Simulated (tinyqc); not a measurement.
Precursor delivery by bubblers, mass-transport growth and the solid composition of a III-V alloy: one step, computed by the program tinyqc.

1 sccm = 44.615 micromol/min; 1 torr = 133.322 Pa. The sources decompose fully at the surface.

Problem. Mass transport. Mean velocity u = (F_t/A)(760/p)(T/273); D = D0 (T/273)^1.75 (760/p); boundary layer delta = sqrt(pi D z/u); flux = D dp/(delta k_B T); growth rate = flux x a^3/4.

Inputs (values chosen for the exercise, modelled on triethylgallium (source 1) and trimethylindium (source 2) for the vapour pressures):

| quantity | value | unit |
|---|---|---|
| total flow F_t | 9.8 | slm |
| reactor pressure p | 40 | torr |
| growth temperature T | 1030 | K |
| diffusivity at 273 K and 760 torr | 0.34 | cm^2/s |
| flow cross-section A | 73 | cm^2 |
| distance from the leading edge z | 8.4 | cm |
| lattice constant a | 5.9 | angstrom |

Constants: k_B = 1.380649e-23 J/K.

Give: velocity u; D; boundary layer delta; growth rate per torr of group III.

Solution.

velocity u = 160.39 cm/s

D = 65.980 cm^2/s

boundary layer delta = 3.2948 cm

growth rate per torr of group III = 347.03 micrometre/(h torr)

Caution: the boundary layer is a quarter or more of the root of the cross-section, so it fills much of the channel and depletion along the flow matters.
